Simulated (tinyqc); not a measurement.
Non-linearity against on/off ratio.

Worst-case read of an N x N array without selectors, ideal wires, unselected lines floating and all unselected cells in the low state with resistance K Ron: the sneak path is Rsn = K Ron [2/(N - 1) + 1/(N - 1)^2], in parallel with the selected cell Rc. A sense resistor Ron to ground gives Vout = Vr Ron/(Ron + Rc Rsn/(Rc + Rsn)); margin = [Vout(Rc = Ron) - Vout(Rc = ra Ron)]/Vr. Here N = 12; the columns give the margin for ra = 10, 50 and 500.

Result of one run:
```
Rsn/Ron  margin, ra = 10 (%)  margin, ra = 50 (%)  margin, ra = 500 (%)
570.2                  40.81                47.91                 49.67
```

Which factor by which unselected cells are more resistive K gave this result: 3, 30, 300, 1000 or 3000?

K = 3000.

The whole series:
```
K     Rsn/Ron  margin, ra = 10 (%)  margin, ra = 50 (%)  margin, ra = 500 (%)
1      0.1901                1.949                2.149                 2.195
3      0.5702                8.402                9.413                 9.649
10      1.901                21.91                25.09                 25.85
30      5.702                32.44                37.69                 38.97
100     19.01                38.04                44.51                 46.10
300     57.02                39.92                46.82                 48.52
1000    190.1                40.61                47.67                 49.41
3000    570.2                40.81                47.91                 49.67
```

At K = 1 the margin is 1.95 % for ra = 10 and 2.19 % for ra = 500: an on/off ratio 50.0 times larger gains a factor of only 1.13, because the sneak path (0.19 Ron) shunts the cell. Raising K to 3000 lifts the margin at ra = 50 from 2.15 to 47.9 %.

Computed by the program tinyqc: `OMP_NUM_THREADS=1 python tinyqc.py 2880005 2880006 out.jsonl`, one thread of a shared Intel Xeon 2.30GHz, about 0.02 s for the whole run.
